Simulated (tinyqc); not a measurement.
# Strained alloy layer of InAs and AlAs on (001) InP, model-solid band line-up, step by step

Computed by the program tinyqc: `OMP_NUM_THREADS=1 python tinyqc.py 2690022 2690023 out.jsonl`, one thread of a shared Intel Xeon 2.30GHz, about 0.01 s for the whole run. Printed values are rounded.

The layer is x parts of the first compound and 1 - x of the second, grown coherently on the third as substrate and barrier. Rows of the table: lattice constant a, average valence level Ea on an absolute scale, spin-orbit splitting so, gaps at Gamma, X and L, hydrostatic deformation potentials av and ac (Gamma), shear potential b, elastic constants, electron and heavy-hole (along z) masses. All are interpolated linearly in x; gaps get -C x (1 - x), taken wholly in the conduction band; real line-ups can differ from this model by 0.1 eV or more.

Parameters, values chosen for the exercise: fraction of the first compound in the layer x = 0.46; bowing of the Gamma gap CG = 0.7 eV; bowing of the X gap CX = 0 eV; bowing of the L gap CL = 0 eV.

## Relaxed alloy and strain

Binary compounds, values chosen for the exercise:

|  | close to InAs | close to AlAs | close to InP |
|---|---|---|---|
| a (angstrom) | 6.058 | 5.661 | 5.869 |
| Ea (eV) | -6.67 | -7.49 | -7.04 |
| so (eV) | 0.379 | 0.283 | 0.111 |
| EG (eV) | 0.352 | 3.04 | 1.36 |
| EX (eV) | 1.36 | 2.17 | 2.18 |
| EL (eV) | 1.07 | 2.36 | 1.95 |
| av (eV) | 0.995 | 2.46 | 1.25 |
| ac (eV) | -5.01 | -5.63 | -5.07 |
| b (eV) | -1.83 | -1.5 | -1.71 |
| c11 (GPa) | 84 | 126 | 100 |
| c12 (GPa) | 45.9 | 53.6 | 56 |
| me (m0) | 0.0231 | 0.149 | 0.0805 |
| mh (m0) | 0.329 | 0.464 | 0.535 |

In-plane strain e = (a_substrate - a)/a, e_z = -2 (c12/c11) e, volume change 2 e + e_z.

a = 5.84362 angstrom
Gamma gap = 1.62964 eV
X gap = 1.79740 eV
L gap = 1.76660 eV
e = 0.434320 %
e_z = -0.407596 %
volume change = 0.461043 %

The relaxed alloy has its lowest gap at Gamma (direct). The layer is under tensile in-plane strain.

## Band edges and offsets

In-plane strain e = (a_substrate - a)/a, e_z = -2 (c12/c11) e, volume change 2 e + e_z. With v = 2 e + e_z and d = 2 b (e_z - e): Eav = Ea + av v; E_hh = Eav + so/3 - d/2; E_lh = Eav - so/6 + d/4 + sqrt(so^2 + so d + 9 d^2/4)/2; E_c = Ea + so/3 + EG + ac v (Gamma). Substrate: E_v = Ea + so/3, E_c = E_v + EG. Well depths: dEc = E_c(substrate) - E_c, dEhh = E_hh - E_v(substrate), dElh likewise; strained Gamma gap E_c - max(E_hh, E_lh); positive values confine carriers in the layer.

d = 0.0278135 eV
E_hh = -7.00942 eV
E_lh = -6.98047 eV
E_c = -5.39875 eV
strained Gamma gap = 1.58173 eV
dEc = -0.244251 eV
dEhh = -0.00641874 eV
dElh = 0.0225251 eV

The light-hole band lies on top, by 28.9 meV. At Gamma the line-up is type II, holes in the layer and electrons outside.

## Critical thickness

In-plane strain e = (a_substrate - a)/a. Matthews-Blakeslee for 60-degree dislocations in a single layer: hc = k (ln(hc/bv) + 1), k = bv (1 - nu/4)/(4 pi |e| (1 + nu)), nu = c12/(c11 + c12), bv = a/sqrt(2); the larger root.

nu = 0.319374
bv = 0.413206 nm
hc = 27.4330 nm

The layer, Lw = 10.9 nm, is thinner than hc, so it stays coherent by this criterion.
